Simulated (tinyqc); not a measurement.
## Gate work function from the charge

Problem. For an undoped double gate, Q = 8 eps0 eps_r Vt beta tan(beta)/ts with 0 < beta < pi/2, and at the source (Vg - dphi)/(2 Vt) - ln[(2/ts) sqrt(2 eps0 eps_r Vt/(q ni))] = ln(beta) - ln(cos beta) + 2 r beta tan(beta), r = eps_r tox/(eox ts). Find beta and dphi.

Values chosen for this exercise; material values close to those of gallium arsenide: temperature T = 300 K; relative permittivity of the semiconductor eps_r = 12.7; relative permittivity of the gate insulator eox = 7.73; insulator thickness tox = 4.1 nm; body thickness ts = 5 nm; gate voltage Vg = 0.83 V.

Constants: q = 1.602176634e-19 C, kB = 1.380649e-23 J/K, Vt = kB T/q, eps0 = 8.8541878128e-14 F/cm where lengths are in cm. Results are converted to the units shown.

Qs = 7.9680741 nC/cm^2
ni = 4.2380636e6 cm^-3

Solution. beta tan(beta) rises from 0 without bound on the interval, so the charge fixes beta; the second relation is then explicit in dphi.

beta = 0.131
dphi = 0.210 V

tinyqc, about 0.01 s, one thread, Intel Xeon 2.30GHz (shared host): `OMP_NUM_THREADS=1 python tinyqc.py 2440019 2440020 out.jsonl`
